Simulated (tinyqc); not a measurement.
Worked calculation: plane-wave Kohn-Sham cycle with exchange-only LDA in a layered model solid. One step of it, computed by the program tinyqc.

Task: Iteration 2: levels at that k. Diagonalise the Hermitian matrix.

H (hartree), lower triangle:
```
,-3,-2,-1,+0,+1,+2,+3
-3,1.505539
-2,-0.098048,0.509033
-1,-0.000055,-0.098048,-0.067891
+0,0.000068,-0.000055,-0.098048,-0.225234
+1,0.000017,0.000068,-0.000055,-0.098048,0.037004
+2,0.000002,0.000017,0.000068,-0.000055,-0.098048,0.718824
+3,0.000000,0.000002,0.000017,0.000068,-0.000055,-0.098048,1.820225
```

Give: eigenvalues.

Result:

eigenvalues (hartree): -0.2987  -0.0528  0.0645  0.5162  0.7243  1.5152  1.8289
